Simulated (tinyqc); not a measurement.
Long-channel MOSFET, surface-potential model: two steps of the calculation.

n-channel transistor on a uniformly doped p-type body, gradual-channel approximation, constant mobility, Boltzmann statistics, full ionisation. Potentials are counted from the neutral body; V is the electron quasi-Fermi potential, Vsb at the source and Vsb + Vds at the drain. Charges are magnitudes per area.

Inputs (values chosen for the exercise); material values those of a made-up semiconductor: temperature T = 300 K; flat-band voltage Vfb = -0.45 V; source-body reverse bias Vsb = 0.5 V; gate-source voltage Vgs = 0.43 V.

Constants: q = 1.602176634e-19 C, kB = 1.380649e-23 J/K, Vt = kB T/q. Results are converted to the units shown.

Question 1. Surface potential at the source by Newton steps. With V = Vsb: G = psi - Vt + Vt e, e = exp((psi - 2 phiF - Vsb)/Vt); f = Vgs + Vsb - Vfb - psi - gamma sqrt(G); f' = -1 - gamma (1 + e)/(2 sqrt(G)); psi(new) = psi - f/f'.

psi after iteration 1 = 1.3290803 V
phiF = 0.28341834 V
gamma = 0.039571131 V^0.5

Find: G; f; f'; psi after iteration 2.

Answer 1.

G = 658.95 V
f = -0.96487 V
f' = -20.608
psi after iteration 2 = 1.2823 V

Question 2. Inversion charge along the channel. The surface potential psi at channel potential V solves Vgs + Vsb - Vfb - psi = gamma sqrt(G), G = psi - Vt + Vt exp((psi - 2 phiF - V)/Vt). Charge sheet: Qi = Cox gamma [sqrt(G) - sqrt(psi - Vt)]. Pao-Sah: Qi = (Cox gamma/2) integral from 3 Vt to psi of exp((u - 2 phiF - V)/Vt)/sqrt(G(u, V)) du.

```
point,V (V)
0,0.5
1,0.58
2,0.66
3,0.74
4,0.82
5,0.9
6,0.98
7,1.06
8,1.14
9,1.22
10,1.3
```

phiF = 0.28341834 V
Cox = 1.5621317 uF/cm^2
gamma = 0.039571131 V^0.5

Find: psi; Qi, charge sheet; Qi, Pao-Sah.

Answer 2.

```
point,psi (V),"Qi, charge sheet (nC/cm^2)","Qi, Pao-Sah (nC/cm^2)"
0,1.229,168.8,170.1
1,1.282,83.52,84.22
2,1.320,22.64,22.86
3,1.334,1.934,1.954
4,1.335,0.09278,0.09373
5,1.335,0.004214,0.004257
6,1.335,1.909e-4,1.929e-4
7,1.335,8.648e-6,8.736e-6
8,1.335,3.917e-7,3.957e-7
9,1.335,1.774e-8,1.792e-8
10,1.335,8.037e-10,8.119e-10
```

At the source the charge-sheet charge is 0.72 % below the Pao-Sah one.

Program tinyqc, `OMP_NUM_THREADS=1 python tinyqc.py 2360005 2360006 out.jsonl`; Intel Xeon 2.30GHz, shared host, one thread, about 0.04 s.
